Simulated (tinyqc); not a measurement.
# Out-diffusion of a doped substrate or buried layer into a growing epitaxial film, step by step

A worked calculation. Computed by tinyqc, a small Python program that keeps every step. Command: `OMP_NUM_THREADS=1 python tinyqc.py 3005118 3005119 out.jsonl buried walk`. One thread of a shared host (Intel(R) Xeon(R) Processor @ 2.30GHz), about 0.01 s of CPU time with the checks. Intermediate numbers are printed to about 6 digits and carried at full precision; extremes and crossings named in words are read from the listed rows.

x is counted from the original substrate surface into the film, whose surface moves as x = v t. Substrate dopant has one diffusivity; the dopant of the film is taken as uniform.

Inputs (values chosen for the exercise, modelled on boron in silicon):

| quantity | value | unit |
|---|---|---|
| prefactor D0 | 1.04 | cm^2/s |
| activation energy E | 3.48 | eV |
| substrate concentration C_s | 2.3e+18 | 1/cm^3 |
| film doping C_e | 4.2e+14 | 1/cm^3 |
| growth rate v | 0.093 | um/min |
| film thickness d | 0.56 | um |
| growth temperature T | 950 | C |
| autodoping level at the start, as a share of C_s | 0.0003 | - |
| decay length of autodoping | 0.77 | um |
| later thermal budget (Dt)2 | 1.9e-12 | cm^2 |

Film doping: opposite type.

Constants: k_B = 8.617333262e-05 eV/K.

## Scales

D = D0 exp(-E/(k_B T)); growth time t = d/v; l = 2 sqrt(D t); growth number G = v t/l = d/l; 1 um = 1e-4 cm. Temperatures in kelvin are T(C) + 273.15.

diffusivity D = 4.76754e-15 cm^2/s

growth time t = 6.02151 min

length l = 0.0262486 um

growth number G = 21.3345

The surface outruns diffusion, so the film acts as an infinite medium.

## Moving boundary against the simple erfc

For a surface that grows from dopant-free material and loses none by evaporation, with u = x/l and s = G - u: C/C_s = (1/2) [erfc(u) + (1 + 4 G (G + s)) exp(4 G s) erfc(G + s) - (4G/sqrt(pi)) exp(-u^2)]; for large G it tends to (1/2) erfc(u). Early in the growth G = sqrt(v x_s/(4 D)) for the thickness x_s reached so far; rows give C at the interface (u = 0) and at the surface (u = G).

The first stage of growth:

| G | C/C_s at the interface | C at the surface (1/cm^3) | simple erfc there (1/cm^3) | ratio | thickness x_s (nm) |
|---|---|---|---|---|---|
| 0.10 | 0.824033 | 1.82522e+18 | 1.02067e+18 | 1.78826 | 1.23033e-02 |
| 0.25 | 0.679673 | 1.26300e+18 | 8.32225e+17 | 1.51762 | 7.68959e-02 |
| 0.50 | 0.577186 | 6.43675e+17 | 5.51425e+17 | 1.16729 | 3.07584e-01 |
| 0.75 | 0.538076 | 3.02671e+17 | 3.32171e+17 | 0.91119 | 6.92063e-01 |
| 1.00 | 0.520901 | 1.30617e+17 | 1.80894e+17 | 0.72206 | 1.23033e+00 |
| 1.50 | 0.507942 | 1.84604e+16 | 3.89791e+16 | 0.47360 | 2.76825e+00 |
| 2.00 | 0.503733 | 1.76098e+15 | 5.37940e+15 | 0.32736 | 4.92134e+00 |
| 2.50 | 0.502020 | 1.10726e+14 | 4.67995e+14 | 0.23660 | 7.68959e+00 |
| 3.00 | 0.501207 | 4.50866e+12 | 2.54041e+13 | 0.17748 | 1.10730e+01 |

At the interface the value falls from 0.824 towards 1/2 as G grows; among these rows it is within 1 % of 1/2 from G = 2 on. At the surface the ratio to the simple erfc goes from 1.788 to 0.177: a fixed wall would double the value, while fresh undoped material dilutes a fast-moving surface. The surface value drops below C_e = 4.2e14 by the row at 7.69 nm; the finished film has G = 21.3. Caution: rows with a thickness or a length l = x_s/G below about 1 nm are formal for a continuum model.

## Transition width

After growth and the later budget: l2 = 2 sqrt(D t + (Dt)2); C(x) = (C_s/2) erfc(x/l2) + share x C_s exp(-x/decay length) for x > 0 (autodoping taken as unchanged by the later budget). The transition x_t solves C(x) = C_e, the metallurgical junction. Usable film = d - x_t. Also give x_t for the erfc term alone, after growth and after the later budget.

length l2 = 0.0380656 um

x_t after growth, erfc alone = 0.0661501 um

x_t after the later budget, erfc alone = 0.0959307 um

x_t with autodoping = 0.382256 um

usable film = 0.177744 um

Autodoping sets the transition. The later budget is 1.1 times that of the growth.

## Profile in the film

Positions are 0.05, 0.2, 0.4, 0.6, 0.8, 1, 1.25 and 1.5 of x_t with autodoping (any beyond the film thickness are formal); net doping = |C - C_e|.

Concentrations (1/cm^3):

| x/x_t | x (um) | diffusion | autodoping | net doping |
|---|---|---|---|---|
| 0.05 | 0.019113 | 5.49302e+17 | 6.73084e+14 | 5.49556e+17 |
| 0.20 | 0.076451 | 5.18283e+15 | 6.24783e+14 | 5.38761e+15 |
| 0.40 | 0.152903 | 1.54318e+10 | 5.65730e+14 | 1.45745e+14 |
| 0.60 | 0.229354 | < 1e8 | 5.12259e+14 | 9.22585e+13 |
| 0.80 | 0.305805 | < 1e8 | 4.63841e+14 | 4.38411e+13 |
| 1.00 | 0.382256 | < 1e8 | 4.20000e+14 | 0 |
| 1.25 | 0.477821 | < 1e8 | 3.70979e+14 | 4.90210e+13 |
| 1.50 | 0.573385 | < 1e8 | 3.27680e+14 | 9.23204e+13 |

Checks made by the program: conservation of dopant by the moving-boundary solution (relative difference below 1e-10).
